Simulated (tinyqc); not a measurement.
Hubbard ring of 3 sites, step by step. Computed by tinyqc, a small Python program that keeps every step. Settings: hopping = 0.84, U = 11.7, mixing = 1, iteration cap = 68. Command: `OMP_NUM_THREADS=1 python tinyqc.py 27401 27402 out.jsonl` (the two numbers bound the seeds that draw the settings). One thread of a shared host (Intel(R) Xeon(R) Processor @ 2.60GHz), about 0.2 s of CPU time with the checks. Later iterations appear only in the table of the cycle.

## Mean-field iteration 1

one-body matrix (hopping and site energies) (eV), lower triangle:
```
           1          2         3
1   0.000000
2  -0.840000   0.000000
3  -0.840000  -0.840000  0.000000
```

U = 11.700000 eV

electrons, up and down: 2  1

mixing = 1

n(up) at the start (a guess, not normalised): 1 0.717000, 2 0.617000, 3 0.717000

n(down) at the start (a guess): 1 0.283000, 2 0.383000, 3 0.283000

H(up) = T + U n(down), H(down) = T + U n(up); fill the lowest levels; n(new) = n + mixing (n(out) - n); E = tr T (rho up + rho down) + U sum n_up n_down of the output.

levels, up (eV): 1.920071  4.151100  5.032129

levels, down (eV): 6.184556  8.583244  9.228900

energy = 3.479793 eV

n(up) after iteration 1: 1 0.911469, 2 0.177062, 3 0.911469

n(down) after iteration 1: 1 0.215606, 2 0.568788, 3 0.215606

## Mean-field iteration 2

As before.

levels, up (eV): 1.413354  3.362592  6.924053

levels, down (eV): 1.893685  10.002130  11.504184

energy = -0.028065 eV

n(up) after iteration 2: 1 0.975571, 2 0.048857, 3 0.975571

n(down) after iteration 2: 1 0.010973, 2 0.978054, 3 0.010973

## Mean-field iteration 3

As before.

levels, up (eV): -0.826631  0.968383  11.558248

levels, down (eV): 0.432482  10.713333  12.254185

energy = -0.241186 eV

n(up) after iteration 3: 1 0.995357, 2 0.009287, 3 0.995357

n(down) after iteration 3: 1 0.006767, 2 0.986465, 3 0.006767

## Convergence

Each step fills the lowest levels of T + U n(other spin) and sets n(new) = n + mixing (n(out) - n); stop when output and input agree to 1e-8.

Course of the cycle:
```
iteration       E (eV)  largest |n(out) - n(in)|  mean |n_up - n_down|
1           3.47979266                  4.40e-01              0.594483
2          -0.02806464                  4.09e-01              0.952798
3          -0.24118562                  3.96e-02              0.984786
4          -0.24179549                  1.64e-03              0.986023
5          -0.24179611                  4.12e-05              0.986056
6          -0.24179611                  1.55e-06              0.986057
7          -0.24179611                  3.87e-08              0.986057
8          -0.24179611                  1.46e-09              0.986057
```

local moments n_up - n_down: 1 0.989543, 2 -0.979085, 3 0.989543

Converged in 8 iterations. Before convergence this energy mixes input and output and is not variational, so it may rise towards its limit.

## The many-body Hamiltonian

Basis: all placements (u, d, 2, 0 on each site), up operators ordered before down ones; hops carry the sign of the same-spin electrons passed.

H (eV), lower triangle:
```
           2u0        u20        uud        20u        udu        u02        duu        02u
2u0  11.700000
u20  -0.840000  11.700000
uud  -0.840000  -0.840000   0.000000
20u  -0.840000   0.000000   0.000000  11.700000
udu   0.000000  -0.840000   0.000000  -0.840000   0.000000
u02   0.000000   0.000000  -0.840000  -0.840000  -0.840000  11.700000
duu   0.840000   0.000000   0.000000  -0.840000   0.000000   0.000000   0.000000
02u   0.000000   0.840000   0.000000   0.000000  -0.840000   0.000000  -0.840000  11.700000
0u2   0.000000   0.000000   0.840000   0.000000   0.000000  -0.840000  -0.840000  -0.840000

           0u2
0u2  11.700000
```

## Exact diagonalisation (9 states)

Lowest levels of the sector, and the double occupancy of the lowest state.

lowest levels (eV): -0.356341  -0.356341  0.000000  10.433878  10.433878  11.700000

double occupancy per site = 0.009844

The mean-field solution above lies 0.1145 eV above the exact energy.

## The lowest level by Lanczos steps

From a random start vector (not printed): a_j = <q_j|H|q_j>, b_j = norm of the remainder after orthogonalising; the Ritz value is the lowest eigenvalue of the tridiagonal matrix of a and b so far.

Lanczos:
```
j   a_j (eV)  b_j (eV)  lowest Ritz value (eV)
1   9.620559  5.154934              9.62055904
2   3.244353  2.434093              0.37132212
3  11.024769  0.885275             -0.04136359
4   5.969518  5.877049             -0.04614474
5   5.240801         0             -0.35634069
```
